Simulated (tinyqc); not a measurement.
Boltzmann transport in a parabolic band with a power-law relaxation time: one step. Mobility, conductivity and figure of merit.

Values chosen for the exercise (masses near those of Si; tau0 is set for a mobility of the usual size at this n, kL is a free input; freeze-out and phonon drag, which matter near 77 K, are left out; the results hold for these values, not for the real material):
- tau0 = 290 fs (tau at E = kT)
- mc = 0.2647 m0 (conductivity mass)
- n = 5.5e+16 1/cm^3 (electron density)
- T = 77 K
- kL = 110 W/(m K) (lattice thermal conductivity)

<tau>/tau0 = 0.75061
rH = 1.17703
S = -534.695 microvolt/K
L = 1.48794 1e-8 W ohm/K^2

Question. mu = <tau>/(mc m0/e) with m0/e = 5.685630e-12 kg/C; sigma = e n mu, e = 1.602176634e-19 C; Hall mobility rH mu; power factor S^2 sigma; ZT = S^2 sigma T/(kL + L sigma T), all in SI units.

Give: mu; Hall mobility; sigma; power factor; electronic thermal conductivity; ZT.

Answer.

mu = 1.45e+03 cm^2/(V s)
Hall mobility = 1.70e+03 cm^2/(V s)
sigma = 12.7 S/cm
power factor = 0.364 mW/(m K^2)
electronic thermal conductivity = 0.00146 W/(m K)
ZT = 0.00026

A Hall measurement read with rH = 1 would give a density of 4.67e+16 1/cm^3. Electrons carry 0.0013 % of the heat.

Program tinyqc; command `OMP_NUM_THREADS=1 python tinyqc.py 1682325 1682326 out.jsonl`; about 0.01 s on one thread of a shared Intel(R) Xeon(R) Processor @ 2.30GHz.
